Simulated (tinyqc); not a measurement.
Worked calculation: inversion-layer mobility, back-scattering and ballistic limit of a field-effect transistor. Computed by tinyqc, a small Python program that keeps every step. Command: `OMP_NUM_THREADS=1 python tinyqc.py 3019821 3019822 out.jsonl mos walk`. One thread of a shared host (Intel(R) Xeon(R) Processor @ 2.30GHz), about 0.01 s of CPU time with the checks. Intermediate numbers are printed to about 6 digits and carried at full precision; extremes and crossings named in words are read from the listed rows.

The charge at the top of the source barrier is fixed by the gate; series resistance and short-channel effects are left out. F_j are Fermi integrals normalised to exp(eta) in the classical limit.

Inputs (values chosen for the exercise, modelled on a silicon p-channel):
```
quantity,value,unit
transport mass m,0.31,m_0
valley degeneracy g_v,1,-
weight w of the inversion charge,0.333,-
permittivity eps,11.7,-
"phonon mobility at 1 MV/cm and 300 K, mu_ph",100,cm^2/(V s)
"roughness mobility at 1 MV/cm, mu_sr",140,cm^2/(V s)
"Coulomb mobility at N_inv = 1e12/cm^2, mu_C",270,cm^2/(V s)
electrical oxide thickness t_inv,1.7,nm
depletion charge N_dep,5.3e+11,1/cm^2
gate overdrive V_G - V_T,0.55,V
drain voltage V_D,0.05,V
channel length L,78,nm
exponent a of the critical length,0.77,-
temperature T,300,K
```

Statistics at the top of the barrier: Fermi-Dirac.

Constants: eps_0 = 8.8541878128e-12 F/m; e = 1.602176634e-19 C; m_0 = 9.1093837015e-31 kg; k_B = 1.380649e-23 J/K; hbar = 1.054571817e-34 J s; k_B = 8.617333262e-05 eV/K.

## Charge and field

N_inv = 3.9 eps_0 (V_G - V_T)/(e t_inv); effective field E_eff = e (N_dep + w N_inv)/(eps eps_0).

inversion density N_inv = 6.97295e+12 1/cm^2

effective field E_eff = 0.441087 MV/cm

## Effective mobility

mu_phonon = mu_ph (E_eff/1 MV/cm)^(-0.3) (T/300 K)^(-1.75); mu_rough = mu_sr (E_eff/1 MV/cm)^(-2); mu_Coulomb = mu_C (N_inv/1e12 cm^-2) (T/300 K); Matthiessen's rule adds 1/mu.

phonon part = 127.833 cm^2/(V s)

roughness part = 719.581 cm^2/(V s)

Coulomb part = 1882.70 cm^2/(V s)

effective mobility mu = 102.632 cm^2/(V s)

The phonon part is the lowest and holds 80 % of 1/mu.

## Ballistic limit

F_j(eta) = (1/Gamma(j + 1)) int_0^infinity x^j/(1 + exp(x - eta)) dx, F_0 = ln(1 + exp(eta)). Integrals over x = E/(k_B T) use 160 Gauss-Legendre points in u = sqrt(x) from 0 to sqrt(max(eta, 0) + 32). Ballistic channel: N_2D = g_v m k_B T/(pi hbar^2), U = e V_D/(k_B T); eta_F solves N_inv = (N_2D/2)[F_0(eta_F) + F_0(eta_F - U)]; v_T = sqrt(2 k_B T/(pi m)); I/W = e (N_2D/2) v_T [F_1/2(eta_F) - F_1/2(eta_F - U)]; injection velocity v_T F_1/2(eta_F)/F_0(eta_F).

N_2D = 3.34775e+12 1/cm^2

eta_F = 2.85423

thermal velocity v_T = 0.966311 1e7 cm/s

injection velocity = 1.40161 1e7 cm/s

ballistic current I/W = 706.487 microampere/micrometre

Degeneracy raises the injection velocity by a factor 1.45.

## Back-scattering

Mean free path lambda = (2 k_B T/e)(mu/v_T) F_0(eta_0)/F_-1/2(eta_0), with eta_0 from N_inv = N_2D F_0(eta_0); critical length l = L (1 + U)^(-a), an empirical rule; back-scattering r = l/(l + lambda). Then eta solves N_inv = (N_2D/2)[(1 + r) F_0(eta) + (1 - r) F_0(eta - U)] and I/W = e (N_2D/2) v_T (1 - r)[F_1/2(eta) - F_1/2(eta - U)]. Ballistic ratio: I over the ballistic current. Apparent mobility 1/(1/mu + 1/mu_B), mu_B = mu L/lambda.

eta_0 = 1.94984

mean free path lambda = 7.92521 nm

critical length l = 34.0518 nm

back-scattering coefficient r = 0.811201

current I/W = 102.955 microampere/micrometre

ballistic ratio = 0.145728

apparent low-field mobility = 93.1657 cm^2/(V s)

L/lambda = 9.84, but at this drain voltage only the first 34.1 nm can return a carrier to the source, so the device works at 15 % of its ballistic limit.

## Channel length

The last column is the long-channel law e N_inv mu V/L with V = V_D - V_D^2/(2 V_ov) below pinch-off and V_ov/2 above, V_ov = V_G - V_T.

Currents (microampere/micrometre):
```
L (nm),r,I/W,ballistic ratio,long-channel law
5,0.215948,518.761,0.734283,1094.48
10,0.355193,408.303,0.577934,547.24
20,0.524196,285.272,0.403790,273.62
40,0.687832,177.348,0.251029,136.81
80,0.815048,100.728,0.142576,68.40
160,0.898101,53.982,0.076409,34.20
400,0.956586,22.556,0.031926,13.68
1000,0.982170,9.185,0.013001,5.47
```

The current scales as L^-0.98 at the long end and as L^-0.35 at the short end, where it reaches 73 % of the ballistic 706. The long-channel law passes the ballistic limit between 5.00 and 10.0 nm and has no meaning below. At 1000 nm the model gives 1.68 times the long-channel law; the rule for l is a fit for short devices and fails wherever the model exceeds that law. Raising mu by 10 % at 20 nm raises I by 5.8 %.

## The mobility curve

The formulas are those given above.

Mobilities (cm^2/(V s)):
```
V_G - V_T (V),N_inv (1/cm^2),E_eff (MV/cm),phonon,roughness,Coulomb,total
0.03,3.80343e+11,0.10156,198.603,13573.8,102.69,67.355
0.06,7.60686e+11,0.12115,188.368,9539.2,205.39,97.253
0.12,1.52137e+12,0.16032,173.182,5446.8,410.77,119.156
0.20,2.53562e+12,0.21256,159.132,3098.7,684.62,123.954
0.35,4.43733e+12,0.31050,142.031,1452.1,1198.08,116.767
0.50,6.33905e+12,0.40844,130.816,839.2,1711.54,106.155
0.75,9.50857e+12,0.57168,118.265,428.4,2567.31,89.449
1.00,1.26781e+13,0.73491,109.681,259.2,3423.09,75.373
1.50,1.90171e+13,1.06138,98.229,124.3,5134.63,54.284
```

The lowest part is Coulomb at 0.0300, phonon from 0.0600 to 1.50 V. The total peaks at 124 near E_eff = 0.21 MV/cm: screening lifts it at low density and the field presses it down at high density.

Checks made by the program: long channel and small V_D against the drift formula e N mu V_D/L (relative difference 2e-04).
